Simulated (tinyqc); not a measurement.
Threshold of a short bulk MOSFET: charge sharing, barrier lowering, narrow width: one step of the calculation.

n-channel device on a p-type body, depletion approximation, full ionisation. Uniform doping N = Na. Vbi from Boltzmann statistics is rough for the degenerate source. Cox = eps0 eox/tox.

Task. Long-channel threshold and scales. ni = sqrt(Nc Nv) exp(-Eg/(2 Vt)), Eg in volts; 2 pB = 2 Vt ln(N/ni); flat band Vfb - Vt ln(N/Na); Wd = sqrt(2 eps0 eps_r (2 pB - Vbs)/(q N)); body term q N Wd/Cox; long-channel VT0 = flat band + 2 pB + body term; Vbi = Vt ln(N Nsd/ni^2); scale length l = sqrt((eps_r/eox) tox Wd).

Inputs (values chosen for the exercise); band and dielectric values close to those of silicon: temperature T = 300 K; band gap Eg = 1.12 eV; relative permittivity eps_r = 11.7; conduction-band density of states at T Nc = 2.84e19 cm^-3; valence-band density of states at T Nv = 2.65e19 cm^-3; relative permittivity of the gate insulator (close to silicon dioxide) eox = 3.9; insulator thickness tox = 1.4 nm; channel doping Na = 1.4e18 cm^-3; source and drain doping Nsd = 1e20 cm^-3; flat-band voltage for the doping Na Vfb = -0.77 V; body-source voltage Vbs = 0 V.

Constants: q = 1.602176634e-19 C, kB = 1.380649e-23 J/K, Vt = kB T/q, eps0 = 8.8541878128e-14 F/cm where lengths are in cm. Results are converted to the units shown.

Wanted: N; 2 pB; flat band; Wd; body term; VT0; Vbi; l.

Result.

N = 1.4000e18 cm^-3
2 pB = 0.96617 V
flat band = -0.77000 V
Wd = 29.874 nm
body term = 0.27167 V
VT0 = 0.46784 V
Vbi = 1.0765 V
l = 11.201 nm

Numbers from tinyqc (`OMP_NUM_THREADS=1 python tinyqc.py 2002090 2002091 out.jsonl`; about 0.01 s on one thread of a shared Intel Xeon 2.30GHz).
